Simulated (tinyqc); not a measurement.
Undoped symmetric double-gate MOSFET, analytic potential model: two steps of the calculation.

An undoped body of thickness ts between two equal insulators and tied gates; long channel, electrons only, n = ni exp((psi - V)/Vt) with V the quasi-Fermi potential (0 at the source, Vd at the drain), constant mobility, no quantisation. Across the body psi(x) = V - 2 Vt ln[(ts/(2 beta)) sqrt(q ni/(2 eps0 eps_r Vt)) cos(2 beta x/ts)], x from the centre. Q is the electron charge per area of the whole body.

Inputs (values chosen for the exercise); material values close to those of germanium:
- T = 250 K (temperature)
- eps_r = 15.9 (relative permittivity of the semiconductor)
- ts = 10 nm (body thickness)
- mu = 560 cm^2/(V s) (channel mobility)
- L = 1 um (gate length)
- Vg = 0.69 V (gate voltage)
- Vd = 0.5 V (drain voltage)

Constants: q = 1.602176634e-19 C, kB = 1.380649e-23 J/K, Vt = kB T/q, eps0 = 8.8541878128e-14 F/cm where lengths are in cm. Results are converted to the units shown.

Question 1. beta at the source by Newton steps. With V = 0: f = ln(beta) - ln(cos beta) + 2 r beta tan(beta) - (Vg - V0)/(2 Vt); f' = 1/beta + tan(beta) + 2 r [tan(beta) + beta/cos^2(beta)]; beta(new) = beta - f/f'.

beta at the start = 1.5
r = 0.76402597
V0 = 0.27584463 V

Find: f; f'; beta after iteration 1.

Answer 1.

f = 25.76
f' = 494.4
beta after iteration 1 = 1.448

Question 2. Charges and drain current. beta (between 0 and pi/2) solves (Vg - V0 - V)/(2 Vt) = ln(beta) - ln(cos beta) + 2 r beta tan(beta). Q = 8 eps0 eps_r Vt beta tan(beta)/ts; I = mu (1/L)(4 eps0 eps_r/ts)(2 Vt)^2 [g(beta_s) - g(beta_d)] per width, g = beta tan(beta) - beta^2/2 + r beta^2 tan^2(beta), with beta_s at V = 0 and beta_d at V = Vd.

beta_s = 1.3215526
beta_d = 0.13163875
r = 0.76402597

Find: Qs; Qd; g(beta_s); g(beta_d); I.

Answer 2.

Qs = 1259.7 nC/cm^2
Qd = 4.2290 nC/cm^2
g(beta_s) = 24.914
g(beta_d) = 0.0089973
I = 145.81 uA/um

The term r beta^2 tan^2(beta), which gives the square law, makes up 82.7 % of g at the source.

tinyqc, about 0.03 s, one thread, Intel Xeon 2.30GHz (shared host): `OMP_NUM_THREADS=1 python tinyqc.py 2440169 2440170 out.jsonl`
